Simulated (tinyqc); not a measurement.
Internal photoemission over an interface barrier: one step of the calculation.

Electrons are excited from the valence band of a semiconductor over the barrier Phi(F) = P0 - sqrt(q F/(4 pi eps0 ei)), whose top lies at xm = sqrt(q/(16 pi eps0 ei F)). The yield is Y = A (hv - Phi)^p exp(-xm/l), with A = 1 here.

Problem. Threshold from a spectrum. The yields were made at this field with a scatter of 2 %. Fit Y^(1/n) on hv by least squares for n = 2 and n = 3; the zero of the line is the threshold.

```
point  hv (eV)         Y
0         2.57  0.002299
1          2.7   0.01449
2         2.83   0.04497
3         2.96    0.1046
4         3.09    0.1957
5         3.22    0.3379
```

Give: Y^(1/2); Y^(1/3); threshold for n = 2; threshold for n = 3.

Solution.

```
point  Y^(1/2)  Y^(1/3)
0      0.04795   0.1320
1       0.1204   0.2438
2       0.2121   0.3556
3       0.3234   0.4712
4       0.4424   0.5806
5       0.5813   0.6965
```

threshold for n = 2 = 2.545 eV
threshold for n = 3 = 2.419 eV

Numbers from tinyqc (`OMP_NUM_THREADS=1 python tinyqc.py 2410107 2410108 out.jsonl`; about 0.01 s on one thread of a shared Intel Xeon 2.30GHz).
